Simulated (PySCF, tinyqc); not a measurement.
Worked calculation: RHF in the 6-311g basis, for H2, spin multiplicity 1. The lowest restricted solution is unstable here: a spin-polarised one lies 0.0094 hartree lower (PySCF). One step of it, computed by the program tinyqc.

Task: Iteration 6 (converged): orbitals. Diagonalise F' = X^T F X, C = X C', fill 1 alpha and 1 beta electrons from the bottom; D = 2 C_occ C_occ^T. Each column has its largest component positive (the first on a tie).

converged F (hartree), lower triangle:
```
           1H 1s      1H 2s      1H 3s      2H 1s      2H 2s      2H 3s
1H 1s   0.718303
1H 2s  -0.288778  -0.190305
1H 3s  -0.377512  -0.297631  -0.239957
2H 1s  -0.155604  -0.265979  -0.285074   0.718303
2H 2s  -0.265979  -0.315418  -0.304821  -0.288778  -0.190305
2H 3s  -0.285074  -0.304821  -0.269261  -0.377512  -0.297631  -0.239957
```

X:
```
               1          2          3          4          5         6
1H 1s   0.757244  -0.847432  -0.718516   0.679757   0.426625  0.160379
1H 2s  -1.782568   1.535651   0.538628   0.083063   0.348929  0.245328
1H 3s   1.947205  -0.913630   0.772509  -0.490890   0.153518  0.263595
2H 1s  -0.757244  -0.847432   0.718516   0.679757  -0.426625  0.160379
2H 2s   1.782568   1.535651  -0.538628   0.083063  -0.348929  0.245328
2H 3s  -1.947205  -0.913630  -0.772509  -0.490890  -0.153518  0.263595
```

Give: F' = X^T F X; orbital energies; coefficients C; D after iteration 6.

Result:

F' = X^T F X (hartree), lower triangle:
```
         1        2        3       4       5        6
1   1.4976
2   0.0000   1.7896
3  -1.0343   0.0000   1.2624
4   0.0000  -1.0427   0.0000  1.1250
5   0.2799   0.0000  -0.5163  0.0000  0.3137
6   0.0000  -0.0588   0.0000  0.0197  0.0000  -0.4579
```

orbital energies (hartree): MO1 -0.4595, MO2 0.0489, MO3 0.3634, MO4 0.4668, MO5 2.5528, MO6 2.5581

coefficients C:
```
          MO1      MO2      MO3      MO4      MO5      MO6
1H 1s  0.1401   0.1311   0.0458  -0.0967  -1.0882  -1.1159
1H 2s  0.2908   0.1657   0.9666  -1.0947   1.1859   1.5374
1H 3s  0.2333   0.9866  -0.9409   1.6175  -0.4532  -0.9069
2H 1s  0.1401  -0.1311   0.0458   0.0967  -1.0882   1.1159
2H 2s  0.2908  -0.1657   0.9666   1.0947   1.1859  -1.5374
2H 3s  0.2333  -0.9866  -0.9409  -1.6175  -0.4532   0.9069
```

D after iteration 6, lower triangle:
```
        1H 1s   1H 2s   1H 3s   2H 1s   2H 2s   2H 3s
1H 1s  0.0393
1H 2s  0.0815  0.1692
1H 3s  0.0654  0.1357  0.1088
2H 1s  0.0393  0.0815  0.0654  0.0393
2H 2s  0.0815  0.1692  0.1357  0.0815  0.1692
2H 3s  0.0654  0.1357  0.1088  0.0654  0.1357  0.1088
```
